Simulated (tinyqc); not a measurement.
RHF in the sto-6g basis, for H3+, spin multiplicity 1, step by step. One step of it, computed by the program tinyqc.

Problem. Iteration 2: DIIS coefficients. Solve [B -1; -1 0][c; lambda] = [0; -1] for the coefficients, which sum to one.

B (overlaps of the stored error matrices):
```
               1              2
1  1.9754855e-03  1.4477737e-04
2  1.4477737e-04  1.0610297e-05
```

Give: DIIS coefficients.

Solution.

DIIS coefficients: -0.079  1.079
